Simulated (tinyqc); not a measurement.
Hueckel theory of the pi electrons, for the molecule C=CC1=CC(O)=C2C=CC=C12 (SMILES; centres numbered as the heavy atoms are written), step by step. One step of it, computed by the program tinyqc.

Question. Energy, charges, bond orders. E = sum n x; q_r = z_r - P_rr; bond order p = P_rs; free valence = sqrt(3) - sum of p over the bonds of the atom.

x values: [2.675193, 2.250757, 1.619642, 1.099805, 0.773647, 0.457636, -0.046211, -0.980633, -1.524847, -1.925130, -2.109859]

occupations: [2.000000, 2.000000, 2.000000, 2.000000, 2.000000, 2.000000, 0.000000, 0.000000, 0.000000, 0.000000, 0.000000]

charge and bond-order matrix P:
```
            1C         2C         3C         4C         5C         6O         7C         8C
1C    0.837955   0.854743   0.160060  -0.244750  -0.156415   0.065634   0.068529   0.237175
2C    0.854743   0.998015   0.477789   0.003645  -0.128308   0.036119  -0.051443   0.087091
3C    0.160060   0.477789   0.846381   0.594231   0.134984  -0.076587  -0.104966  -0.275251
4C   -0.244750   0.003645   0.594231   1.195085   0.649147  -0.119237  -0.181094  -0.053301
5C   -0.156415  -0.128308   0.134984   0.649147   0.791965   0.277412   0.483445   0.259441
6O    0.065634   0.036119  -0.076587  -0.119237   0.277412   1.931794  -0.077565  -0.108393
7C    0.068529  -0.051443  -0.104966  -0.181094   0.483445  -0.077565   1.201641   0.551974
8C    0.237175   0.087091  -0.275251  -0.053301   0.259441  -0.108393   0.551974   0.912509
9C    0.018562   0.013367  -0.045112   0.165283  -0.063900   0.018737  -0.213559   0.655751
10C  -0.223808  -0.113641   0.241956  -0.055710  -0.294039   0.104654  -0.172068   0.048509
11C  -0.132203   0.004781   0.444908  -0.217366  -0.087481   0.006272   0.537178  -0.183867

            9C        10C        11C
1C    0.018562  -0.223808  -0.132203
2C    0.013367  -0.113641   0.004781
3C   -0.045112   0.241956   0.444908
4C    0.165283  -0.055710  -0.217366
5C   -0.063900  -0.294039  -0.087481
6O    0.018737   0.104654   0.006272
7C   -0.213559  -0.172068   0.537178
8C    0.655751   0.048509  -0.183867
9C    1.174577   0.643952  -0.211945
10C   0.643952   0.914122   0.569148
11C  -0.211945   0.569148   1.195956
```

Centres:
```
centre  z_r, pi electrons of the neutral centre         h
1C                                            1  0.000000
2C                                            1  0.000000
3C                                            1  0.000000
4C                                            1  0.000000
5C                                            1  0.000000
6O                                            2  2.290000
7C                                            1  0.000000
8C                                            1  0.000000
9C                                            1  0.000000
10C                                           1  0.000000
11C                                           1  0.000000
```

Bonds:
```
i    j         k
1    2         1
2    3         1
3    4         1
4    5         1
5    6  0.730000
5    7         1
7    8         1
8    9         1
9   10         1
10  11         1
11   3         1
11   7         1
```

Give: pi energy = 12 alpha + this times beta; pi charges; Bond orders and lengths from R = 1.517 - 0.180 p; free valence of the carbons; gap between the highest filled and the next level.

Answer.

pi energy = 12 alpha + this times beta = 17.753

pi charges: 1C 0.162, 2C 0.002, 3C 0.154, 4C -0.195, 5C 0.208, 6O 0.068, 7C -0.202, 8C 0.087, 9C -0.175, 10C 0.086, 11C -0.196

Bond orders and lengths from R = 1.517 - 0.180 p (angstrom, C-C alone):
```
bond       p      R
1-2    0.855  1.363
2-3    0.478  1.431
3-4    0.594  1.410
4-5    0.649  1.400
5-6    0.277      -
5-7    0.483  1.430
7-8    0.552  1.418
8-9    0.656  1.399
9-10   0.644  1.401
10-11  0.569  1.415
11-3   0.445  1.437
11-7   0.537  1.420
```

free valence of the carbons: 1C 0.877, 2C 0.400, 3C 0.215, 4C 0.489, 5C 0.322, 7C 0.159, 8C 0.524, 9C 0.432, 10C 0.519, 11C 0.181

gap between the highest filled and the next level = 0.504 |beta|
